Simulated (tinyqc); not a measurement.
From results back to parameters: bond-orbital model of a tetrahedral semiconductor (Harrison's universal couplings). Three cases, with inputs chosen for the exercise.

Problem. In the bond-orbital model the bond-antibond splitting is 2 sqrt(V2^2 + V3^2), Z* = 4 ap - (Z - 4) with ap = V3/sqrt(V2^2 + V3^2), and V2 = 3.22 x 2c/d^2, c = hbar^2/2m0. The values below come from a hidden bond length and V3.

Constants: hbar^2/2m0 = 3.80998211 eV angstrom^2.

Find: V2, V3; d.

Method. ap = (Z* + Z - 4)/4; V3 = ap times half the splitting, V2 = sqrt(1 - ap^2) times it, and d = sqrt(6.44 c/V2).

Case 1.

Values chosen (out of a larger set: near tabulated values for InAs; the model gives trends, and its gaps can be far from the real ones; not measured data): Z = 5 (valence electrons of the anion).

splitting = 8.56676 eV
Z* = 1.27858 e

Solution.

V2, V3 (eV): 3.520  2.440

d = 2.640 angstrom

Case 2.

Values chosen (out of a larger set: near tabulated values for AlN; the model gives trends, and its gaps can be far from the real ones; not measured data): Z = 5 (valence electrons of the anion).

splitting = 16.85777 eV
Z* = 1.36567 e

Solution.

V2, V3 (eV): 6.797  4.985

d = 1.900 angstrom

Case 3.

Values chosen (out of a larger set: near tabulated values for SiC; the model gives trends, and its gaps can be far from the real ones; not measured data): Z = 4 (valence electrons of the anion).

splitting = 14.51978 eV
Z* = 1.02688 e

Solution.

V2, V3 (eV): 7.017  1.864

d = 1.870 angstrom

Computed by tinyqc, one run a case: `OMP_NUM_THREADS=1 python tinyqc.py N N+1 out.jsonl` with N = 1450587, 1450629, 1450664; one thread of a shared Intel(R) Xeon(R) Processor @ 2.30GHz, about 0.01 s a run at most.
